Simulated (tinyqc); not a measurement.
Worked calculation: LCCD on RHF in the sto-3g basis, for H3+, spin multiplicity 1. Computed by tinyqc, a small Python program that keeps every step (integrals from PySCF). Settings: charge = 1, multiplicity = 1, basis = sto-3g, method = RHF, energy threshold = 1e-10, iteration cap = 69, orthogonalisation = symmetric, start = Wolfsberg-Helmholz matrix, DIIS depth = 6, amplitude equations = LCCD, DIIS depth for amplitudes = 6, cap on updates = 62. Command: `OMP_NUM_THREADS=1 python tinyqc.py 21008 21009 out.jsonl` (the two numbers bound the seeds that draw the settings). One thread of a shared host (Intel(R) Xeon(R) Processor @ 2.60GHz), about 0.05 s of CPU time with the checks. The early iterations of the SCF are left out here.

## One-electron integrals

Geometry (angstrom):
```
atom       x       y       z
H     0.0000  0.0000  0.0000
H     0.0000  0.0000  1.1070
H     0.0000  1.0970  0.1480
```

Basis sto-3g: exponents (1/bohr^2) and contraction coefficients of normalised primitives:
```
element  l (shell)  exponent  coefficient
H            s (1)    3.4253       0.1543
H            s (1)    0.6239       0.5353
H            s (1)    0.1689       0.4446
```

Overlap, kinetic and nuclear-attraction integrals over the contracted functions; the nuclear repulsion is the sum of Za Zb / Rab.

nuclear repulsion = 1.319259 hartree

overlap S, order 1H 1s, 2H 1s, 3H 1s:
$$\begin{pmatrix}
1.0000 & 0.4358 & 0.4358 \\
0.4358 & 1.0000 & 0.2730 \\
0.4358 & 0.2730 & 1.0000
\end{pmatrix}$$

kinetic energy T (hartree), order 1H 1s, 2H 1s, 3H 1s:
$$\begin{pmatrix}
0.7600 & 0.0763 & 0.0763 \\
0.0763 & 0.7600 & 0.0136 \\
0.0763 & 0.0136 & 0.7600
\end{pmatrix}$$

nuclear attraction V (hartree), order 1H 1s, 2H 1s, 3H 1s:
$$\begin{pmatrix}
-2.1634 & -0.8531 & -0.8532 \\
-0.8531 & -2.0564 & -0.5076 \\
-0.8532 & -0.5076 & -2.0564
\end{pmatrix}$$

core Hamiltonian H = T + V (hartree), order 1H 1s, 2H 1s, 3H 1s:
$$\begin{pmatrix}
-1.4034 & -0.7769 & -0.7769 \\
-0.7769 & -1.2964 & -0.4940 \\
-0.7769 & -0.4940 & -1.2964
\end{pmatrix}$$

## Two-electron integrals

Functions are numbered as in S; the eight-fold symmetry (ij|kl) = (ji|kl) = (kl|ij) leaves the list below.

Two-electron integrals (ij|kl) in chemists' order, unique and non-zero (hartree):
```
(11|11) 0.7746   (21|11) 0.2627   (21|21) 0.1184   (22|11) 0.4446
(22|21) 0.2627   (22|22) 0.7746   (31|11) 0.2627   (31|21) 0.0982
(31|22) 0.1806   (31|31) 0.1184   (32|11) 0.1339   (32|21) 0.0637
(32|22) 0.1482   (32|31) 0.0637   (32|32) 0.0427   (33|11) 0.4446
(33|21) 0.1806   (33|22) 0.3549   (33|31) 0.2627   (33|32) 0.1482
(33|33) 0.7746
```

## Orthogonalisation

S = U s U^T; symmetric (Loewdin) form X = U s^(-1/2) U^T, so that X^T S X = 1.

eigenvalues of S: [0.5053, 0.7270, 1.7677]

X, order 1H 1s, 2H 1s, 3H 1s:
$$\begin{pmatrix}
1.1503 & -0.2260 & -0.2260 \\
-0.2260 & 1.0907 & -0.0820 \\
-0.2260 & -0.0820 & 1.0908
\end{pmatrix}$$

## Iteration 6 (converged): orbitals

converged F (hartree), order 1H 1s, 2H 1s, 3H 1s:
$$\begin{pmatrix}
-0.7029 & -0.6067 & -0.6067 \\
-0.6067 & -0.6060 & -0.4373 \\
-0.6067 & -0.4373 & -0.6061
\end{pmatrix}$$

Diagonalise F' = X^T F X, C = X C', fill 1 alpha and 1 beta electrons from the bottom; D = 2 C_occ C_occ^T. Each column has its largest component positive (the first on a tie).

F' = X^T F X (hartree):
$$\begin{pmatrix}
-0.4057 & -0.3453 & -0.3454 \\
-0.3453 & -0.4061 & -0.1741 \\
-0.3454 & -0.1741 & -0.4061
\end{pmatrix}$$

orbital energies (hartree): MO1 -0.9891, MO2 -0.2321, MO3 0.0032

coefficients C, order 1H 1s, 2H 1s, 3H 1s:
$$\begin{pmatrix}
0.4933 & -0.0001 & 1.0871 \\
0.4018 & 0.8293 & -0.6311 \\
0.4018 & -0.8292 & -0.6312
\end{pmatrix}$$

D after iteration 6, order 1H 1s, 2H 1s, 3H 1s:
$$\begin{pmatrix}
0.4867 & 0.3965 & 0.3965 \\
0.3965 & 0.3229 & 0.3230 \\
0.3965 & 0.3230 & 0.3230
\end{pmatrix}$$

## Convergence

Stop when the energy changes by less than 1e-10 hartree and every element of the error matrix X^T (F D S - S D F) X is below 3e-06.

Course of the cycle:
```
iteration  E (hartree)     change  largest element of the error matrix
1            -1.204194          -                             3.46e-02
2            -1.205533  -1.34e-03                             3.90e-03
3            -1.205550  -1.73e-05                             8.48e-06
4            -1.205550  -6.53e-11                             3.79e-06
5            -1.205550  -5.24e-12                             3.12e-06
6            -1.205550  -2.52e-12                             2.74e-06
```

PySCF RHF in the same basis = -1.205550 hartree

Converged in 6 iterations.

## Integrals over molecular orbitals

(pq|rs) = sum C_ip C_jq C_kr C_ls (ij|kl), one index at a time.

one-electron integrals over orbitals h = C^T H C (hartree):
$$\begin{pmatrix}
-1.5357 & 0.0000 & -0.0395 \\
0.0000 & -1.1037 & 0.0000 \\
-0.0395 & 0.0000 & -0.9528
\end{pmatrix}$$

Two-electron integrals over orbitals (pq|rs), unique and non-zero (hartree):
```
(11|11) 0.5467      (21|11) -1.01e-05   (21|21) 0.1447      (22|11) 0.5082
(22|21) 2.86e-05    (22|22) 0.5886      (31|11) 0.0395      (31|21) 1.30e-06
(31|22) -0.0805     (31|31) 0.1455      (32|11) 2.14e-06    (32|21) -0.1173
(32|22) -1.32e-05   (32|31) -2.30e-05   (32|32) 0.1079      (33|11) 0.5507
(33|21) -3.08e-05   (33|22) 0.4809      (33|31) 0.0971      (33|32) 1.20e-05
(33|33) 0.6086
```

## LCCD: starting amplitudes

t_ij^ab = <ij||ab> / (e_i + e_j - e_a - e_b), whose energy is MP2.

Starting amplitudes (spin orbitals 1a, 1b, ...; amplitudes related by a flip of all spins are not repeated):
```
from      to          t
1a 1b  2a 2b    -0.0956
1a 1b  3a 3b    -0.0733
1a 1b  2a 3b  -7.42e-07
```

correlation energy = -0.024499 hartree

## LCCD: amplitude update 1

t_ij^ab D_ij^ab are set to the remaining terms of the spin-orbital equations, evaluated with the old amplitudes; for the doubles these are <ij||ab> + 1/2 <ab||ef> t_ij^ef + 1/2 <mn||ij> t_mn^ab + P(ij)P(ab) <mb||ej> t_im^ae, D the orbital-energy denominators (linear CCD).

Amplitudes after update 1 (spin orbitals 1a, 1b, ...; amplitudes related by a flip of all spins are not repeated):
```
from      to          t
1a 1b  2a 2b    -0.1288
1a 1b  3a 3b    -0.0961
1a 1b  2a 3b  -1.54e-06
```

correlation energy = -0.032609 hartree

## LCCD: amplitude update 2

As before.

Amplitudes after update 2 (spin orbitals 1a, 1b, ...; amplitudes related by a flip of all spins are not repeated):
```
from      to          t
1a 1b  2a 2b    -0.1405
1a 1b  3a 3b    -0.1029
1a 1b  2a 3b  -2.05e-06
```

correlation energy = -0.035301 hartree

## LCCD: convergence

E_corr = 1/4 sum <ij||ab> t_ij^ab; stop when the norm of the change is below 1e-8.

Course of the amplitude iterations:
```
update  correlation energy (hartree)  norm of the change
0                          -0.024499                   -
1                          -0.032609            8.04e-02
2                          -0.035301            2.71e-02
3                          -0.036660            9.30e-03
4                          -0.036653            5.70e-04
5                          -0.036653            4.55e-09
```

Converged amplitudes (spin orbitals 1a, 1b, ...; amplitudes related by a flip of all spins are not repeated):
```
from      to          t
1a 1b  2a 2b    -0.1472
1a 1b  3a 3b    -0.1055
1a 1b  2a 3b  -2.58e-06
```

LCCD total energy = -1.242203 hartree

Converged in 5 updates, with DIIS from the third.
